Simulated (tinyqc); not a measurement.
Inside a calculation: heterojunction of two tight-binding chains. Values are carried at full precision from step to step, so a last printed digit may differ when a step is redone from the rounded ones.

Left chain: hopping -t1, sites at 2 t1 (band bottom 0). Right chain: hopping -t2, sites at dE + 2 t2 (bottom dE). t = c/(m a^2), c = hbar^2/2m0. The bond across the interface is -tc with tc = f sqrt(t1 t2), and the last left site has the extra energy U. In a chain E = bottom + 2t (1 - cos(ka)); the surface Green function of a half chain is g = -exp(ika)/t, with Im k > 0 where cos(ka) > 1.

Constants: hbar^2/2m0 = 3.80998211 eV angstrom^2.

Inputs chosen for the exercise (masses and offset of the size met at GaN / AlGaN; shifted at random, so the results belong to these values and not to a real crystal): a = 4 angstrom (site spacing); m1 = 0.202 m0 (mass on the left); m2 = 0.265 m0 (mass on the right); f = 0.74 (factor on the interface hopping); dE = 0.43 eV (band offset); E = 0.54 eV (electron energy); U = 0 eV (extra energy on the last left site).

## Hoppings

Form t1, t2 and tc.

t1 = 1.1788 eV
t2 = 0.8986 eV
tc = 0.7616 eV

## Wave numbers and velocities

The left chain has hopping t1 and band bottom 0, the right one t2 and dE. cos(ka) = 1 - (E - bottom)/(2t); dE/dk = 2 t a sin(ka).

ka (rad): left 0.69045, right 0.35169

dE/dk (eV angstrom): left 6.0062, right 2.4764

## Self-energies on the last left site

Hoppings t1 (left), t2 (right), tc (interface); g is the surface Green function of a half chain. The rest of the left chain gives S1 = t1^2 g1 = -t1 exp(i k1 a); the right chain gives S2 = tc^2 g2 = -(tc^2/t2) exp(i k2 a).

S1 = -0.90883-0.75078i eV
S2 = -0.60602-0.22237i eV

## Transmission

The last site of the left chain has energy 2 t1 + U, and S1, S2 are the self-energies of the two half chains on it. G = 1/(E - 2 t1 - U - S1 - S2); T = 4 Im(S1) Im(S2) |G|^2.

G = -0.2915-0.9369i 1/eV
T = 0.6429

A fraction 0.3571 is reflected although the electron lies above the step.

## Checks

- T from the Green function against 1 - |r|^2 from matching plane waves: both 0.642919.

Run: tinyqc, `OMP_NUM_THREADS=1 python tinyqc.py 1481234 1481235 out.jsonl`; Intel(R) Xeon(R) Processor @ 2.30GHz, one thread, shared host; about 0.01 s of CPU time with all checks.
